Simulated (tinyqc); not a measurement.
# Worked calculation: electron mobility in a silicon inversion layer, empirical terms and Matthiessen rule

Program tinyqc, `OMP_NUM_THREADS=1 python tinyqc.py 2510031 2510032 out.jsonl`; Intel Xeon 2.30GHz, shared host, one thread, about 0.01 s. Printed values are rounded.

Inversion layer of sheet density Ns on a uniformly doped body, under a high-permittivity gate with an interlayer. The mobility terms are empirical power laws with prefactors chosen for the exercise; adding their inverses (Matthiessen) is itself an approximation.

Values chosen for this exercise; material values close to those of silicon: temperature T = 300 K; band gap Eg = 1.13 eV; relative permittivity of the semiconductor eps_r = 11.6; conduction-band density of states at T Nc = 2.75e19 cm^-3; valence-band density of states at T Nv = 2.63e19 cm^-3; body doping Nb = 6.3e16 cm^-3; reverse body bias Vsb = 1 V; weight of the inversion charge in the effective field eta = 0.5; gate capacitance Cox = 1.62 uF/cm^2; phonon-limited mobility at 1 MV/cm and 300 K Ap = 442 cm^2/(V s); roughness-limited mobility at 1 MV/cm As = 1120 cm^2/(V s); exponent of the roughness term gs = 2; Coulomb prefactor Ac = 3900 cm^2/(V s); charge at the interface Nit = 9.8e10 cm^-2; remote-phonon mobility without interlayer Ar = 150 cm^2/(V s); interlayer thickness ti = 0.6 nm; decay length of remote phonons lr = 0.5 nm; inversion density Ns = 5.8e12 cm^-2; ratio W/L WL = 5; drain voltage Vd = 0.02 V; measured linear current I = 31 uA.

Constants: q = 1.602176634e-19 C, kB = 1.380649e-23 J/K, Vt = kB T/q, eps0 = 8.8541878128e-14 F/cm where lengths are in cm. Results are converted to the units shown.

## Depletion charge and effective field

ni = sqrt(Nc Nv) exp(-Eg/(2 Vt)), Eg in volts; Ndep = sqrt(2 eps0 eps_r Nb (2 Vt ln(Nb/ni) + Vsb)/q); E = q (Ndep + eta Ns)/(eps0 eps_r), in MV/cm.

ni = 8.67086e9 cm^-3
Ndep = 1.21142e12 cm^-2
E = 0.641350 MV/cm

The depletion charge gives 29.5 % of the field.

## Mobility terms and their sum

With t = T/(300 K): muC = Ac (Ns/1e12 cm^-2) t/(Nb/1e17 cm^-3 + Nit/1e11 cm^-2), muP = Ap E^(-1/3) t^(-1.75), muS = As E^(-gs), muR = Ar exp(2 ti/lr)/t; 1/mu is the sum of the inverses.

terms (cm^2/(V s)): Coulomb 14049.7, phonon 512.535, roughness 2722.87, remote phonon 1653.48
mu = 333.967 cm^2/(V s)
shares of 1/mu (%): Coulomb 2.37704, phonon 65.1598, roughness 12.2652, remote phonon 20.1979

The phonon term limits most.

## Iteration 1: inversion density for the measured current

Ns at the start = 4.1e12 cm^-2

I = (W/L) q Ns mu Vd. E = q (Ndep + eta Ns)/(eps0 eps_r) in MV/cm. With t = T/(300 K): muC = Ac (Ns/1e12 cm^-2) t/(Nb/1e17 cm^-3 + Nit/1e11 cm^-2), muP = Ap E^(-1/3) t^(-1.75), muS = As E^(-gs), muR = Ar exp(2 ti/lr)/t; 1/mu is the sum of the inverses. Ns(new) = I/((W/L) q mu Vd).

E = 0.508756 MV/cm
mu = 364.604 cm^2/(V s)
Ns after iteration 1 = 5.30676e12 cm^-2

## Iteration 2: inversion density for the measured current

As before.

E = 0.602879 MV/cm
mu = 342.658 cm^2/(V s)
Ns after iteration 2 = 5.64665e12 cm^-2

## Course of the iteration: inversion density for the measured current

Stop when Ns changes by less than 1e5 cm^-2, or after 120 iterations.

Course of the iteration:
```
iteration  Ns (cm^-2)  |change| (cm^-2)
1          5.30676e12           1.21e12
2          5.64665e12           3.40e11
3          5.74745e12           1.01e11
4          5.77773e12           3.03e10
5          5.78686e12            9.13e9
6          5.78962e12            2.76e9
7          5.79045e12            8.32e8
8          5.79070e12            2.51e8
9          5.79078e12            7.59e7
10         5.79080e12            2.29e7
11         5.79081e12            6.92e6
12         5.79081e12            2.09e6
13         5.79081e12            6.31e5
14         5.79081e12            1.90e5
15         5.79081e12            5.75e4
```

Converged in 15 iterations. At the end each change is about 0.30 times the one before: linear convergence.

## Split C-V extraction

```
point  Vg (V)  Cgc (uF/cm^2)      I (uA)
0         0.1     5.63239e-4  5.92761e-7
1        0.15     0.00233259  1.01591e-5
2         0.2     0.00962709  1.72536e-4
3        0.25      0.0391806  0.00282466
4         0.3       0.150954   0.0403290
5        0.35       0.483970    0.386288
6         0.4        1.03437     1.84087
7        0.45        1.42535     4.59160
8         0.5        1.56834     7.84321
9        0.55        1.60723     11.0757
10        0.6        1.61690     14.1423
11       0.65        1.61925     17.0214
12        0.7        1.61982     19.7201
```

Q(Vg) is the trapezoid sum of Cgc from the first point (where Q is taken as 0); mu_eff = I/((W/L) Q Vd); mu_FE = (dI/dVg)/((W/L) Cox Vd) with a backward difference. Listed from point 4 on.

```
point  Q (uC/cm^2)  mu_eff (cm^2/(V s))  mu_FE (cm^2/(V s))
4       0.00634493              63.5610             4.63017
5        0.0222180              173.863             42.7110
6        0.0601764              305.913             179.578
7         0.121669              377.384             339.596
8         0.196512              399.122             401.434
9         0.275901              401.439             399.077
10        0.356504              396.695             378.593
11        0.437408              389.142             355.438
12        0.518385              380.415             333.176
```

At the last point mu_FE is 12 % below mu_eff: where the mobility falls with gate voltage the slope of I understates it.
